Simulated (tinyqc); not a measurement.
Signal and retention of a DRAM cell: one step of the calculation.

A stored one starts at Vd and leaks: Cs dV/dt = -I(V), I = a sqrt((V + Vb)/(Vd + Vb)) + b, with a = Ig exp[-(Eg1 q/kB)(1/T - 1/T0)] (generation in a depletion layer) and b = Is exp[-(Es q/kB)(1/T - 1/T0)]. The bit line is precharged to Vd/2, and charge sharing gives the signal (V - Vd/2) Cs/(Cs + Cb).

Task. Failing cells. This time is the median of a log-normal spread: failing cells = Nc erfc(z/sqrt 2)/2, z = ln(t/tr)/sg. One failure is expected at the interval where that count equals 1.

Values chosen for this exercise: deviation of ln(retention time) over the cells sg = 0.67; cells Nc = 1.72e10; refresh interval tr = 32 ms.

retention time = 26.249114 s

Find: z; failing cells; interval for one failure.

Result.

z = 10.01
failing cells = 1.133e-13
interval for one failure = 350.0 ms

The weakest cell of the array lies about 6.44 deviations out, a factor of 75.0 below the median; the chosen interval is shorter than that time.

Range of the model: Real arrays also hold a tail of unusually leaky cells and cells whose retention varies in time, which this model lacks.

tinyqc, about 0.01 s, one thread, Intel Xeon 2.30GHz (shared host): `OMP_NUM_THREADS=1 python tinyqc.py 2130141 2130142 out.jsonl`
